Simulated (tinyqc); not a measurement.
CMOS latch-up, two-transistor model: effect of the temperature.

A parasitic pnp (emitter at Vdd, base shunted by Rw) and npn (emitter at ground, base shunted by Rs) feed each other: the npn collector current flows out of the pnp base node, the pnp collector current into the npn base node. Forward-active transistors with constant gains: Icn = Isn exp(Vn/Vt), Icp = Isp (exp(Vp/Vt) - 1). A current Ii is injected into the npn base node.

Isn, Isp and Von are given at 300 K; the currents scale as T^3 exp(-1.12 V/Vt), Von falls by 1.5 mV/K, gains and resistances are fixed. Node equations: Vp/Rw + Icp/bp = Icn and Vn/Rs + Icn/bn = Icp + Ii. Loop gain G = gn gp/[(1/Rw + gp/bp)(1/Rs + gn/bn)], gn = Icn/Vt, gp = (Icp + Isp)/Vt; the off state ends where G = 1, and Ii there is the trigger current. On state with both base-emitter voltages at Von: npn base current Ib = (Von/Rs + bp Von/Rw)/(bn bp - 1), holding current Ih = (bn + 1) Ib + Von/Rs, holding voltage Vh = Vsat + Von + R2 (Ib + Von/Rs).

Values chosen for this exercise; values close to those of bulk CMOS: current gain of the npn bn = 1.3; current gain of the pnp bp = 5.8; saturation current of the npn at the reference temperature Isn = 9.5e-15 A; saturation current of the pnp at the reference temperature Isp = 2e-15 A; substrate resistance shunting the npn Rs = 84 ohm; well resistance shunting the pnp Rw = 800 ohm; resistance from the pnp collector to the npn base R2 = 270 ohm; base-emitter voltage in the on state Von = 0.69 V; saturation voltage Vsat = 0.12 V; supply voltage Vdd = 3.3 V.

Constants: q = 1.602176634e-19 C, kB = 1.380649e-23 J/K, Vt = kB T/q. Results are converted to the units shown.

Result of one run:

| T (K) | Vn at trigger (V) | trigger current (mA) | Ih (mA) | Vh (V) |
|---|---|---|---|---|
| 233 | 0.7734 | 9.888 | 14.74 | 4.077 |

What becomes of these results when the temperature T is changed from 233 to 413 K, all else the same?

Result of the changed run:

| T (K) | Vn at trigger (V) | trigger current (mA) | Ih (mA) | Vh (V) |
|---|---|---|---|---|
| 413 | 0.4253 | 5.384 | 9.703 | 2.725 |

The whole series:

| T (K) | Vn at trigger (V) | trigger current (mA) | Ih (mA) | Vh (V) |
|---|---|---|---|---|
| 233 | 0.7734 | 9.888 | 14.74 | 4.077 |
| 263 | 0.7189 | 9.182 | 13.90 | 3.851 |
| 293 | 0.6629 | 8.459 | 13.06 | 3.626 |
| 323 | 0.6056 | 7.717 | 12.22 | 3.401 |
| 353 | 0.5469 | 6.958 | 11.38 | 3.176 |
| 383 | 0.4868 | 6.181 | 10.54 | 2.950 |
| 413 | 0.4253 | 5.384 | 9.703 | 2.725 |
| 443 | 0.3623 | 4.566 | 8.864 | 2.500 |

As T goes from 233 to 443 K, the trigger current falls from 9.89 to 4.57 mA, Ih falls from 14.7 to 8.86 mA and Vh falls from 4.08 to 2.50 V. Vh exceeds the supply Vdd = 3.3 V, which then cannot sustain a latched state, in 4 of the 8 rows.

Program tinyqc, `OMP_NUM_THREADS=1 python tinyqc.py 2670007 2670008 out.jsonl`; Intel Xeon 2.30GHz, shared host, one thread, about 0.06 s.
